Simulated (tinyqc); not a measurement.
Balance functions: hot carriers by balance equations with a heated Maxwellian. Computed by tinyqc, a small Python program. Command: `OMP_NUM_THREADS=1 python tinyqc.py 3014305 3014306 out.jsonl hot walk`. One thread of a shared host (Intel(R) Xeon(R) Processor @ 2.30GHz), about 0.02 s of CPU time with the checks.

The carriers follow a Maxwellian at an electron temperature T_e, slightly displaced; the drift energy is neglected against k_B T_e. The balance averages the rate, not the time, so mu_0 lies below the relaxation-time value.

Inputs (values chosen for the exercise, for a model non-polar semiconductor): effective mass m = 0.15 m_0; density rho = 3880 kg/m^3; sound velocity v_l = 8450 m/s; acoustic deformation potential D_A = 13 eV; phonon energy hbar w = 42.5 meV; optical or intervalley deformation potential D_o = 8.8 1e8 eV/cm; final valleys Z_f = 1; lattice temperature T = 300 K.

Band: parabolic. Solver: damped fixed point.

Constants: k_B = 8.617333262e-05 eV/K; k_B = 1.380649e-23 J/K; e = 1.602176634e-19 C; hbar = 1.054571817e-34 J s; m_0 = 9.1093837015e-31 kg; hbar = 6.582119569e-16 eV s.

Method:
- Parabolic band: E = hbar^2 k^2/(2 m), speed v = hbar k/m, states per spin, volume and energy g(E) = m k/(2 pi^2 hbar^2). Masses are multiplied by m_0 and all formulas are in SI units.
- Phonon occupation N_q = 1/(exp(hbar w/(k_B T)) - 1).
- Acoustic deformation potential (elastic, equipartition, absorption and emission together): 1/tau = 2 pi k_B T D_A^2 g(E)/(hbar rho v_l^2).
- Optical or intervalley deformation potential: 1/tau = (pi Z_f D_o^2/(rho w)) [N_q g(E + hbar w) + (N_q + 1) g(E - hbar w)], with g = 0 below the band edge.
- Averages over the Maxwellian, <y> = int y x^(1/2) exp(-x) dx / int x^(1/2) exp(-x) dx with x = E/(k_B T_e), split at x_0 = hbar w/(k_B T_e): 64 Gauss-Legendre points in sqrt(x) below it and 128 in sqrt(x - x_0) above it, up to x = 32. Momentum balance: mu(T_e) = e/(m nu), nu = <x (sum of rates)>/<x>. Power lost per carrier: P(T_e) = hbar w <emission rate - absorption rate> + <(2 m v_l^2/(k_B T)) (E - 2 k_B T) acoustic rate>.
- The field that sustains T_e follows from e mu F^2 = P.

Against the electron temperature:
```
T_e (K)  mu (cm^2/(V s))  P optical (1e9 eV/s)  P acoustic (1e9 eV/s)  F (kV/cm)  drift velocity (1e7 cm/s)
330               5913.4                 1.448             2.2120e-02     0.4985                     0.2948
390               5281.7                 4.315             7.2143e-02     0.9114                     0.4813
480               4615.9                 8.421             1.6007e-01     1.3634                     0.6293
600               4020.2                13.433             2.9827e-01     1.8481                     0.7430
900               3173.1                23.924             7.3062e-01     2.7874                     0.8845
1500              2397.9                39.494             1.8864e+00     4.1541                     0.9961
2400              1872.0                56.401             4.1758e+00     5.6886                     1.0649
3600              1518.5                73.515             8.0368e+00     7.3284                     1.1128
```

What does the comparison show, and why?

Optical phonons take 98 % of the power in the first row and 90 % in the last. The velocity grows as F^0.81 at first and as F^0.17 at the end, so it levels off; if optical phonons alone set both balances the limit at high T_e would be sqrt(3 hbar w tanh(hbar w/2 k_B T)/(4 m)) = 1.59 in the same unit. Rows above 1400 K (k_B T_e > 0.12 eV) stretch the parabolic band.
